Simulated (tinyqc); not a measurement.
## Schottky diode by thermionic emission with image-force lowering and series resistance: current against voltage

Metal on an n-type semiconductor with one parabolic valley; V > 0 is forward bias (metal positive). I = I0 [exp(Vj/(n Vt)) - 1] with Vj = V - I Rs; I0 = S A* T^2 exp(-(phi - dphi)/Vt), the lowering dphi taken at zero bias.

A* = 4 pi q me m0 kB^2/h^3 (times 1e-4 for A/(cm^2 K^2)); Nc = 2 (2 pi me m0 kB T/h^2)^1.5 (times 1e-6 for cm^-3); xi = Vt ln(Nc/Nd), Vbi = phi - xi; surface field Em = sqrt(2 q Nd (Vbi - V - Vt)/(eps0 eps_r)); dphi = sqrt(q Em/(4 pi eps0 eps_r)). The apparent ideality is (dV/d ln I)/Vt.

Values chosen for this exercise; band and dielectric values close to those of indium phosphide: temperature T = 200 K; electron mass me = 0.0788 m0; relative permittivity eps_r = 12.5; barrier height seen from the metal phi = 0.77 eV; donor density Nd = 5.3e15 cm^-3; area S = 1.2e-5 cm^2; ideality factor n = 1.03; series resistance Rs = 0.81 ohm.

Constants: q = 1.602176634e-19 C, kB = 1.380649e-23 J/K, h = 6.62607015e-34 J s, m0 = 9.1093837015e-31 kg, Vt = kB T/q, eps0 = 8.8541878128e-14 F/cm where lengths are in cm. Results are converted to the units shown.

Results:
```
V (V)	I (A)	Vj (V)	apparent ideality
0.05	8.660e-18	0.05000	0.9684
0.16	4.523e-15	0.1600	1.030
0.37	6.210e-10	0.3700	1.030
0.47	1.736e-7	0.4700	1.030
0.58	8.493e-5	0.5799	1.034
0.68	0.01311	0.6694	1.646
0.79	0.1036	0.7061	5.899
0.9	0.2226	0.7197	11.49
1	0.3370	0.7270	16.87
```

Estimate the missing row, V = 0.26 V.

Computed row:
```
V (V)	I (A)	Vj (V)	apparent ideality
0.26	1.265e-12	0.2600	1.030
```

With this row back in the table: I rises from 8.66e-18 to 0.337 A, and the apparent ideality rises from 0.968 to 16.9, against n = 1.03. It starts below n because the -1 in the diode law still counts there. From V = 0.79 V on, I Rs exceeds n Vt and the resistance bends the curve. In 4 of the 10 rows Vj is within 3 Vt of Vbi or past it, where the depletion layer is gone and the emission formula overstates the current.

Numbers from tinyqc (`OMP_NUM_THREADS=1 python tinyqc.py 2640097 2640098 out.jsonl`; about 0.01 s on one thread of a shared Intel Xeon 2.30GHz).
